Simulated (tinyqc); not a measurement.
Transmission against energy, and which matching rule a chain obeys: heterojunction of two tight-binding chains.

Left chain: hopping -t1, sites at 2 t1 (band bottom 0). Right chain: hopping -t2, sites at dE + 2 t2 (bottom dE). t = c/(m a^2), c = hbar^2/2m0. The bond across the interface is -tc with tc = f sqrt(t1 t2), and the last left site has the extra energy U. In a chain E = bottom + 2t (1 - cos(ka)); the surface Green function of a half chain is g = -exp(ika)/t, with Im k > 0 where cos(ka) > 1.

Constants: hbar^2/2m0 = 3.80998211 eV angstrom^2.

Inputs chosen for the exercise (masses and offset of the size met at InGaAs / InAlAs; not measured data):

| symbol | value | unit | meaning |
|---|---|---|---|
| a | 5 | angstrom | site spacing |
| m1 | 0.044 | m0 | mass on the left |
| m2 | 0.081 | m0 | mass on the right |
| dE | 0.5 | eV | band offset |
| f | 1 |  | factor on the interface hopping |
| U | 0.49 | eV | extra energy on the last left site |

Chain A is the junction as given; chain B has tc = sqrt(t1 t2) and U = 0; chain C has tc = t2 and U = t2 - t1, the finite-difference form of -d/dx (c/m) d/dx. Continuum formulas T = 4 x y/(x + y)^2 with parabolic k: x, y = k/m on each side (BenDaniel-Duke) or x, y = k (slope continuous).

T:

| E - dE (eV) | E (eV) | chain A | chain B | chain C | k/m matched | k matched |
|---|---|---|---|---|---|---|
| 0.002 | 0.502 | 0.2868 | 0.2862 | 0.1671 | 0.1699 | 0.2906 |
| 0.005 | 0.505 | 0.4139 | 0.4134 | 0.2506 | 0.2546 | 0.4192 |
| 0.010 | 0.510 | 0.5302 | 0.5301 | 0.3342 | 0.3392 | 0.5367 |
| 0.020 | 0.520 | 0.6564 | 0.6571 | 0.4353 | 0.4414 | 0.6640 |
| 0.050 | 0.550 | 0.8148 | 0.8183 | 0.5881 | 0.5950 | 0.8241 |
| 0.200 | 0.700 | 0.9619 | 0.9727 | 0.8042 | 0.8110 | 0.9746 |
| 0.400 | 0.900 | 0.9824 | 0.9972 | 0.8771 | 0.8837 | 0.9975 |

Give the missing row, E - dE (eV) = 0.100, E (eV) = 0.600.

Computed row:
```
E - dE (eV)  E (eV)  chain A  chain B  chain C  k/m matched  k matched
0.100         0.600   0.9068   0.9135   0.7041       0.7112     0.9176
```

Chain C follows the k/m rule within 0.0071 and chain B the plain k rule within 0.0068, while the two rules differ by up to 0.2291: in B the self-energy of the right side is -t1 exp(i k2 a), so only k2 enters, and in C it is -t2 exp(i k2 a), which carries 1/m2. Chain A, with f = 1 and U = 0.49 eV, has an interface term of its own and lies up to 0.0148 from B and 0.2267 from C.

Program tinyqc; command `OMP_NUM_THREADS=1 python tinyqc.py 1451003 1451004 out.jsonl`; about 0.01 s on one thread of a shared Intel(R) Xeon(R) Processor @ 2.30GHz.
